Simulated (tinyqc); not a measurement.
Surface potential of a MOS transistor: implicit equation and explicit approximations: two steps of the calculation.

p-type body, charge-sheet picture, depletion and inversion only, full ionisation (an idealisation for deep acceptors), Boltzmann statistics (rough once Na exp(x - xn) passes about Nc/7). In units of Vt: xg = (Vg - Vfb)/Vt, x = psi/Vt, G = gamma/sqrt(Vt), xn = (2 phiF + Vc)/Vt. The implicit equation is (xg - x)^2 = G^2 [x - 1 + exp(x - xn)] for x above about 3. Cox = eps0 eox/tox.

Task 1. Explicit approximation. Depletion value a = 1 + [sqrt(G^2/4 + xg - 1) - G/2]^2; inversion value b = xn + ln[(xg - xn)^2/G^2 - xn + 1] and first guess y = min(a, b) - ln(1 + exp(-|a - b|)) if a > xn + 1, else b = y = a; one second-order correction with D = exp(y - xn), p = 2 (xg - y) + G^2 (1 + D), w = (xg - y)^2 - G^2 (y - 1 + D): z = y + 2 w/(p + sqrt(p^2 - 2 (2 - G^2 D) w)), or the Newton step z = y + w/p where the root is not real.

G = 0.45885205
xn = 46.013578
xg = 76.125639

Give: a; b; y; p; w; z.

Result 1.

a = 72.252
b = 54.371
y = 54.371
p = 940.98
w = -435.23
z = 53.684

The root of the implicit equation is x = 53.7639; y misses it by 0.61 and z by -0.080, in units of Vt.

Task 2. New x. D = exp(x - xn), f = (xg - x)^2 - G^2 (x - 1 + D), f' = -2 (xg - x) - G^2 (1 + D), x(new) = x - f/f'.

x after iteration 1 = 53.908018
G = 0.45885205
xn = 46.013578
xg = 76.125639

Give: D; f; f'; x after iteration 2.

Result 2.

D = 2682.3
f = -82.268
f' = -609.40
x after iteration 2 = 53.773

Program tinyqc, `OMP_NUM_THREADS=1 python tinyqc.py 2122171 2122172 out.jsonl`; Intel Xeon 2.30GHz, shared host, one thread, about 0.01 s.
